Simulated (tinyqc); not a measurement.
# Lossy package transmission line with skin effect: what changes with what

A uniform line in a homogeneous dielectric: c = sqrt(er)/(c0 Z0), l = Z0 sqrt(er)/c0 (c0 = 299792458 m/s), g = w c td, w = 2 pi f. The resistance joins its limits as r = sqrt(r_dc^2 + r_hf^2), with r_dc = rho/(wd th), r_hf = kr rho/(2 delta (wd + th)), delta = sqrt(rho/(pi f mu0)), mu0 = 4 pi 1e-7 H/m; this is an interpolation, and internal inductance, up to 0.05 nH/mm at low frequency, is neglected.

Values chosen for this exercise: width of the strip wd = 69 um; thickness of the strip th = 12 um; resistivity rho = 1.8 uohm cm; relative permittivity er = 3.5; loss tangent td = 0.02; lossless impedance sqrt(l/c) Z0 = 60 ohm; factor for crowding and the return path kr = 2; length len = 2.4 mm; source resistance Rg = 50 ohm; load resistance RL = 1e5 ohm; load capacitance CL = 100 fF; frequency f = 1.1 GHz.

Each table varies one quantity; the others keep the values above.

## Line properties against frequency

gamma = sqrt((r + i w l)(g + i w c)) = alpha + i beta, Zc = sqrt((r + i w l)/(g + i w c)), roots with positive real part; loss 8.685889638 alpha in dB; phase velocity w/beta. ZL = 1/(1/RL + i w CL); reflection (ZL - Zc)/(ZL + Zc); Zin = Zc (ZL + Zc tanh(gamma len))/(Zc + ZL tanh(gamma len)); H = V_load/V_source = [Zin/(Zin + Rg)]/[cosh(gamma len) + (Zc/ZL) sinh(gamma len)].

Result of one run:
```
f (GHz)	r (ohm/mm)	r/(w l)	loss (dB/mm)	|Zc| (ohm)	phase velocity over c0	length in wavelengths	|H| (dB)
20	0.4659	0.009903	0.1018	60.00	0.5345	0.2995	-1.683
```

What becomes of these results when the frequency f is changed from 20 to 0.03 GHz, all else the same?

Result of the changed run:
```
f (GHz)	r (ohm/mm)	r/(w l)	loss (dB/mm)	|Zc| (ohm)	phase velocity over c0	length in wavelengths	|H| (dB)
0.03	0.02824	0.4001	0.002110	62.26	0.5255	4.570e-4	-0.004741
```

The whole series:
```
f (GHz)	r (ohm/mm)	r/(w l)	loss (dB/mm)	|Zc| (ohm)	phase velocity over c0	length in wavelengths	|H| (dB)
0.01	0.02410	1.024	0.001620	71.78	0.4868	1.645e-4	-0.004481
0.03	0.02824	0.4001	0.002110	62.26	0.5255	4.570e-4	-0.004741
0.09	0.03804	0.1797	0.003051	60.47	0.5328	0.001352	-0.005440
0.3	0.06101	0.08644	0.005435	60.11	0.5342	0.004496	-0.006939
0.8	0.09559	0.05079	0.009642	60.03	0.5345	0.01198	-0.004633
2	0.1488	0.03162	0.01758	60.01	0.5345	0.02995	0.03352
7	0.2762	0.01677	0.04383	60.00	0.5345	0.1048	0.5190
20	0.4659	0.009903	0.1018	60.00	0.5345	0.2995	-1.683
60	0.8064	0.005713	0.2627	59.99	0.5345	0.8986	-8.100
```

r equals w l at 0.0103 GHz: below it |Zc| and the delay grow as in an RC line, above it |Zc| tends to Z0 = 60 ohm and the velocity to 1/sqrt(er) = 0.535 c0. The loss goes as f^(0.24) between the first two rows and f^(0.86) between the last two. |H| is -0.00448 dB in the first row and -8.10 dB in the last; between rows it can pass through resonances that the table doesn't show.

## Effect of the length

Same model as above.

The same in every row: r (ohm/mm) = 0.11129; r/(w l) = 0.043007; loss (dB/mm) = 0.011801; |Zc| (ohm) = 60.022; phase velocity over c0 = 0.53449.

Effect of the length:
```
len (mm)	length in wavelengths	|H| (dB)
0.24	0.0016476	-0.0097469
0.42	0.0028833	-0.0097333
0.73	0.0050114	-0.0093423
1.3	0.0089244	-0.0074164
2.2	0.015103	-0.0012275
3.9	0.026773	0.020726
6.9	0.047368	0.090349
12	0.082379	0.28551
```

What does the table show?

As len goes from 0.24 to 12, the loss stays at 0.0118 dB/mm, |Zc| stays at 60.0 ohm and |H| goes from -0.00975 to 0.286 dB, with its highest value among the rows, 0.286 dB, at len = 12.

Numbers from tinyqc (`OMP_NUM_THREADS=1 python tinyqc.py 2810133 2810134 out.jsonl`; about 0.01 s on one thread of a shared Intel Xeon 2.30GHz).
